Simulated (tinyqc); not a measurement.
Inside a calculation. Model: Raman shift of the zone-centre optical phonon of a diamond-structure crystal under stress. Computed by tinyqc, a small Python program that keeps every step. Command: `OMP_NUM_THREADS=1 python tinyqc.py 3001098 3001099 out.jsonl ramanstress walk`. One thread of a shared host (Intel(R) Xeon(R) Processor @ 2.30GHz), about 0.01 s of CPU time with the checks. Intermediate numbers are printed to about 6 digits and carried at full precision; extremes and crossings named in words are read from the listed rows.

Axes x, y, z are the cube axes. Strain shifts the threefold optical mode and can split it; p, q and r are the phonon deformation potentials.

Inputs (values chosen for the exercise, for a model crystal):
```
quantity                              value      unit
unstrained frequency omega_0            641      1/cm
p/omega_0^2                           -1.13         -
q/omega_0^2                            -1.9         -
r/omega_0^2                           -1.19         -
C11                                     391       GPa
C12                                     132       GPa
C44                                     188       GPa
stress sigma (tension positive)        0.59       GPa
polarisation angle phi                   20    degree
temperature coefficient d omega/dT  -0.0084  1/(cm K)
local temperature T                     450         K
laser wavelength                      457.9        nm
```

Stress state: uniaxial. Axis: [110].

Constants: h = 6.62607015e-34 J s; c = 299792458 m/s; k_B = 1.380649e-23 J/K.

## Compliances

S11 = (C11 + C12)/D, S12 = -C12/D, D = (C11 - C12)(C11 + 2 C12), S44 = 1/C44.

S11 = 3.08291 1/TPa

S12 = -0.778095 1/TPa

S44 = 5.31915 1/TPa

## Stress and strain tensors

Uniaxial stress along the unit vector n of the axis: sigma_ij = sigma n_i n_j. eps_xx = S11 sigma_xx + S12 (sigma_yy + sigma_zz), and cyclic; eps_xy = S44 sigma_xy/2 (tensor strain).

stress (GPa):
```
       x      y      z
x  0.295  0.295  0.000
y  0.295  0.295  0.000
z  0.000  0.000  0.000
```

strain (per mille):
```
          x         y          z
x  0.679920  0.784574   0.000000
y  0.784574  0.679920   0.000000
z  0.000000  0.000000  -0.459076
```

volume strain = 0.900763 per mille

## Secular matrix and shifts

Secular matrix: M_xx = p eps_xx + q (eps_yy + eps_zz), M_xy = 2 r eps_xy; its eigenvalues are omega^2 - omega_0^2, and the shifts are these over 2 omega_0.

M/(2 omega_0) (1/cm):
```
           x          y          z
x  -0.380726  -0.598466   0.000000
y  -0.598466  -0.380726   0.000000
z   0.000000   0.000000  -0.661813
```

shifts, in rising order (1/cm): -0.979191  -0.661813  0.217740

All three modes are split. The shifts differ in sign.

## Mean shift and Grueneisen parameter

gamma = -(p + 2q)/(6 omega_0^2); the mean of the three shifts is -gamma omega_0 x (volume strain).

mode Grueneisen parameter gamma = 0.821667

mean shift = -0.474422 1/cm

## The line seen from a (001) surface

Backscattering from a (001) surface: incident polarisation (cos phi, sin phi, 0). With Raman tensors (R_z)_xy = (R_z)_yx = 1 and cyclic, only the z component u_z of a mode counts: I = u_z^2 sin^2(2 phi) for parallel and u_z^2 cos^2(2 phi) for crossed polarisers. An unresolved line sits at the intensity-weighted shift, which is M_zz/(2 omega_0).

total intensity, parallel = 0.413176

total intensity, crossed = 0.586824

shift of the observed line = -0.661813 1/cm

shift per stress = -1.12172 1/(cm GPa)

stress per shift = -891.491 MPa cm

The z-polarised mode is an eigenmode here, so one line is seen.

## The same stress in different states

Uniaxial: sigma n n^T; biaxial: sigma (1 - n n^T); hydrostatic: sigma 1. The line seen from (001) is taken as unresolved, at the intensity-weighted shift M_zz/(2 omega_0).

Shifts (1/cm):
```
state                    lowest    middle   highest  line seen from (001)
uniaxial [100]         -0.66181  -0.66181  -0.09964              -0.66181
uniaxial [110]         -0.97919  -0.66181   0.21774              -0.66181
uniaxial [001]         -0.66181  -0.66181  -0.09964              -0.09964
uniaxial [111]         -1.27238  -0.07544  -0.07544              -0.47442
biaxial, normal [001]  -1.32363  -0.76145  -0.76145              -1.32363
biaxial, normal [111]  -1.34782  -1.34782  -0.15089              -0.94884
hydrostatic            -1.42326  -1.42326  -1.42326              -1.42326
```

Seen from (001), uniaxial stress along [100] and along [110] give the same shift (-0.662), and equal biaxial stress in the plane gives twice as much (-1.324), since only sigma_xx + sigma_yy and sigma_zz enter M_zz. Stress along [001] gives -0.100. One measured shift therefore fixes the stress only once its state is assumed: read as uniaxial in the plane, a shift implies twice the stress that it does read as biaxial.

## Heating mistaken for stress

A temperature above 300 K shifts the line by (d omega/dT)(T - 300 K); divided by the shift per stress it poses as a stress; the total shift adds it to the shift of the observed line. The anti-Stokes to Stokes ratio is [(omega_L + omega_0)/(omega_L - omega_0)]^3 exp(-h c omega_0/(k_B T)) in photon counts, omega_L = 1/wavelength, resonance effects left out.

thermal shift = -1.26 1/cm

apparent stress from heating = 1.12328 GPa

total shift = -1.92181 1/cm

anti-Stokes/Stokes ratio = 0.153616

Heating poses as tension, 190 % of the true stress in size; the intensity ratio gives T apart from the shift.

Checks made by the program: mean of the eigenvalues against the trace rule (relative difference below 1e-10); weighted mean of the modes against M_zz (relative difference below 1e-10).
